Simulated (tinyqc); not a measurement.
Inside a calculation. Method: sp3 tight binding, zinc-blende lattice. Computed by tinyqc, a small Python program that keeps every step. Command: `OMP_NUM_THREADS=1 python tinyqc.py 22752 22753 out.jsonl` (the two numbers bound the seeds that draw the settings). One thread of a shared host (Intel(R) Xeon(R) Processor @ 2.60GHz), about 0.01 s of CPU time with the checks.

## Bloch Hamiltonian at k

Parameters chosen for this model: zinc-blende lattice, anion at 0, cation at a/4 (1,1,1); V = eta hbar^2 / (m d^2), hbar^2/m = 7.619964 eV angstrom^2:
```
parameter          value      unit
a               3.750000  angstrom
d               1.623798  angstrom
Es anion      -13.470000        eV
Ep anion       -8.240000        eV
Es cation     -11.100000        eV
Ep cation      -7.000000        eV
eta ss         -1.320000
eta sp          1.420000
eta pp sigma    2.220000
eta pp pi      -0.630000
V ss           -3.814723        eV
V sp            4.103718        eV
V pp sigma      6.415671        eV
V pp pi        -1.820663        eV
```

k point k (2 pi / a): 0.660000  0.790000  0.540000

Slater-Koster rules over the four bonds with direction cosines (l, m, n): ss V_ss; s-px l V_sp; px-s -l V_sp; px-px l^2 V_pps + (1 - l^2) V_ppp; px-py l m (V_pps - V_ppp); each times exp(i k.d).

H(k) at k (eV):
```
                      a s                 a px                 a py                 a pz
a s            -13.470000             0.000000             0.000000             0.000000
a px             0.000000            -8.240000             0.000000             0.000000
a py             0.000000             0.000000            -8.240000             0.000000
a pz             0.000000             0.000000             0.000000            -8.240000
c s   -1.663860-9.320773i   3.423622+1.747392i   1.982028+3.018329i   5.103716+1.172168i
c px  -3.423622-1.747392i   0.403360+2.259581i  -5.914014-1.358269i  -2.296707-3.497538i
c py  -1.982028-3.018329i  -5.914014-1.358269i   0.403360+2.259581i  -3.967178-2.024820i
c pz  -5.103716-1.172168i  -2.296707-3.497538i  -3.967178-2.024820i   0.403360+2.259581i

                      c s                 c px                 c py                 c pz
a s   -1.663860+9.320773i  -3.423622+1.747392i  -1.982028+3.018329i  -5.103716+1.172168i
a px   3.423622-1.747392i   0.403360-2.259581i  -5.914014+1.358269i  -2.296707+3.497538i
a py   1.982028-3.018329i  -5.914014+1.358269i   0.403360-2.259581i  -3.967178+2.024820i
a pz   5.103716-1.172168i  -2.296707+3.497538i  -3.967178+2.024820i   0.403360-2.259581i
c s            -11.100000             0.000000             0.000000             0.000000
c px             0.000000            -7.000000             0.000000             0.000000
c py             0.000000             0.000000            -7.000000             0.000000
c pz             0.000000             0.000000             0.000000            -7.000000
```

## Levels at k

Diagonalise the Hermitian matrix.

eigenvalues (eV): -24.540007  -18.194406  -15.314230  -14.221438  -1.216037  -0.268698  -0.038853  3.503668

weights |c|^2 of the basis functions:
```
        band 1    band 2    band 3    band 4    band 5    band 6    band 7    band 8
a s   0.480908  0.092870  0.010952  0.009731  0.011477  0.207153  0.072809  0.114099
a px  0.020849  0.151301  0.168871  0.189672  0.089753  0.036296  0.218984  0.124274
a py  0.007401  0.179751  0.322279  0.009786  0.018645  0.205814  0.150571  0.105754
a pz  0.038270  0.107362  0.038125  0.337970  0.330520  0.001191  0.019321  0.127241
c s   0.373212  0.108314  0.014207  0.011771  0.010899  0.237795  0.102400  0.141402
c px  0.024855  0.119843  0.151745  0.154956  0.110393  0.015609  0.289135  0.133465
c py  0.009876  0.162678  0.260262  0.007983  0.024678  0.294466  0.121519  0.118536
c pz  0.044628  0.077881  0.033559  0.278132  0.403635  0.001675  0.025261  0.135229
```

## Bloch Hamiltonian at G

k point G (2 pi / a): 0  0  0

As before.

H(k) at G (eV):
```
             a s       a px       a py       a pz         c s       c px       c py       c pz
a s   -13.470000   0.000000   0.000000   0.000000  -15.258893   0.000000   0.000000   0.000000
a px    0.000000  -8.240000   0.000000   0.000000    0.000000   3.699126   0.000000   0.000000
a py    0.000000   0.000000  -8.240000   0.000000    0.000000   0.000000   3.699126   0.000000
a pz    0.000000   0.000000   0.000000  -8.240000    0.000000   0.000000   0.000000   3.699126
c s   -15.258893   0.000000   0.000000   0.000000  -11.100000   0.000000   0.000000   0.000000
c px    0.000000   3.699126   0.000000   0.000000    0.000000  -7.000000   0.000000   0.000000
c py    0.000000   0.000000   3.699126   0.000000    0.000000   0.000000  -7.000000   0.000000
c pz    0.000000   0.000000   0.000000   3.699126    0.000000   0.000000   0.000000  -7.000000
```

## Levels at G

As before.

eigenvalues (eV): -27.589837  -11.370724  -11.370724  -11.370724  -3.869276  -3.869276  -3.869276  3.019837

## Bands along a path

The same steps at evenly spaced points between the labelled ones.

Bands along the path (eV):
```
k             band 1      band 2      band 3      band 4     band 5     band 6     band 7    band 8
L         -22.807462  -20.861439  -14.986590  -14.986590  -0.456192  -0.253410  -0.253410  4.315094
L-G 0.25  -24.230897  -19.067155  -14.575550  -14.575550  -0.664450  -0.664450  -0.341664  3.829717
L-G 0.50  -25.951955  -16.172325  -13.465279  -13.465279  -1.774721  -1.774721  -0.669006  2.983287
L-G 0.75  -27.156717  -13.091187  -12.087090  -12.087090  -3.152910  -3.152910  -2.459922  2.897826
G         -27.589837  -11.370724  -11.370724  -11.370724  -3.869276  -3.869276  -3.869276  3.019837
G-X 0.25  -27.008023  -13.072101  -13.072101  -12.036361  -3.575969  -2.167899  -2.167899  2.810353
G-X 0.50  -25.342833  -15.837415  -15.837415  -13.897724  -2.747422   0.597415   0.597415  2.177979
G-X 0.75  -22.831173  -17.882865  -17.882865  -16.596975  -1.534018   1.152166   2.642865  2.642865
X         -20.249051  -19.254408  -18.619267  -18.619267  -0.220949  -0.085592   3.379267  3.379267
X-W 0.25  -20.249051  -19.254408  -18.619267  -18.619267  -0.220949  -0.085592   3.379267  3.379267
X-W 0.50  -20.249051  -19.254408  -18.619267  -18.619267  -0.220949  -0.085592   3.379267  3.379267
X-W 0.75  -20.249051  -19.254408  -18.619267  -18.619267  -0.220949  -0.085592   3.379267  3.379267
W         -20.249051  -19.254408  -18.619267  -18.619267  -0.220949  -0.085592   3.379267  3.379267
```

With 4 band(s) filled, the highest filled level on these points lies at G and the lowest empty one at G: a gap of 7.5014 eV, direct.
